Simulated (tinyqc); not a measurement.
Hole mobility in a silicon inversion layer, empirical terms and Matthiessen rule: effect of the temperature.

Inversion layer of sheet density Ns on a uniformly doped body. The mobility terms are empirical power laws with prefactors chosen for the exercise; adding their inverses (Matthiessen) is itself an approximation.

Nc and Nv are given at 300 K and scale as (T/300 K)^1.5; Eg is fixed. ni = sqrt(Nc Nv) exp(-Eg/(2 Vt)), Eg in volts; Ndep = sqrt(2 eps0 eps_r Nb (2 Vt ln(Nb/ni) + Vsb)/q); E = q (Ndep + eta Ns)/(eps0 eps_r), in MV/cm. With t = T/(300 K): muC = Ac (Ns/1e12 cm^-2) t/(Nb/1e17 cm^-3 + Nit/1e11 cm^-2), muP = Ap E^(-1/3) t^(-1.75), muS = As E^(-gs); 1/mu is the sum of the inverses.

Values chosen for this exercise; material values close to those of silicon:

| symbol | value | unit | meaning |
|---|---|---|---|
| Eg | 1.1 | eV | band gap |
| eps_r | 11.8 |  | relative permittivity of the semiconductor |
| Nc | 2.81e19 | cm^-3 | conduction-band density of states at the reference temperature |
| Nv | 2.62e19 | cm^-3 | valence-band density of states at the reference temperature |
| Nb | 1.4e18 | cm^-3 | body doping |
| Vsb | 1 | V | reverse body bias |
| eta | 0.3333 |  | weight of the inversion charge in the effective field |
| Ap | 143 | cm^2/(V s) | phonon-limited mobility at 1 MV/cm and 300 K |
| As | 424 | cm^2/(V s) | roughness-limited mobility at 1 MV/cm |
| gs | 1 |  | exponent of the roughness term |
| Ac | 1000 | cm^2/(V s) | Coulomb prefactor |
| Nit | 9.7e11 | cm^-2 | charge at the interface |
| Ns | 3.1e12 | cm^-2 | inversion density |

Constants: q = 1.602176634e-19 C, kB = 1.380649e-23 J/K, Vt = kB T/q, eps0 = 8.8541878128e-14 F/cm where lengths are in cm. Results are converted to the units shown.

Result of one run:
```
E (MV/cm)	muC (cm^2/(V s))	muP (cm^2/(V s))	muS (cm^2/(V s))	mu (cm^2/(V s))
1.0727	130.80	139.69	395.26	57.691
```

Which temperature T gave this result: 120, 200, 250, 300 or 450 K?

T = 300 K.

The whole series:
```
T (K)	E (MV/cm)	muC (cm^2/(V s))	muP (cm^2/(V s))	muS (cm^2/(V s))	mu (cm^2/(V s))
120	1.1006	52.321	688.43	385.26	43.176
160	1.0953	69.761	416.78	387.10	51.767
200	1.0895	87.201	282.55	389.18	56.894
250	1.0814	109.00	191.68	392.07	59.025
300	1.0727	130.80	139.69	395.26	57.691
350	1.0634	152.60	106.97	398.73	54.321
400	1.0535	174.40	84.946	402.46	50.023
450	1.0432	196.20	69.352	406.46	45.504
```

As T goes from 120 to 450 K, E falls from 1.10 to 1.04 MV/cm and mu goes from 43.2 through a maximum of 59.0 (at T = 250 K among the rows listed) to 45.5 cm^2/(V s). The smallest term is the Coulomb one in the first row and the phonon one in the last. Coulomb scattering weakens and phonon scattering grows with T, hence the maximum. For T = 120 to 160 K dopant freeze-out and degenerate screening, left out here, matter.

tinyqc, about 0.01 s, one thread, Intel Xeon 2.30GHz (shared host): `OMP_NUM_THREADS=1 python tinyqc.py 2510051 2510052 out.jsonl`
